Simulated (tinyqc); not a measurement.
Ideality, saturation current and resistance from three points.

Question. Well above the saturation current a diode obeys V = n Vt ln(I/I0) + I Rs. Find n, Rs and I0.

Values chosen for this exercise: temperature T = 250 K.

Constants: q = 1.602176634e-19 C, kB = 1.380649e-23 J/K, Vt = kB T/q. Results are converted to the units shown.

currents (A): 5e-6  0.0001  0.02
voltages (V): 0.31424234  0.39649129  0.73533200

Solution. V is linear in the three unknowns n Vt, Rs and -n Vt ln I0, so three points give a linear system.

n = 1.260
Rs = 9.800 ohm
I0 = 4.700e-11 A

tinyqc, about 0.01 s, one thread, Intel Xeon 2.30GHz (shared host): `OMP_NUM_THREADS=1 python tinyqc.py 2260040 2260041 out.jsonl`
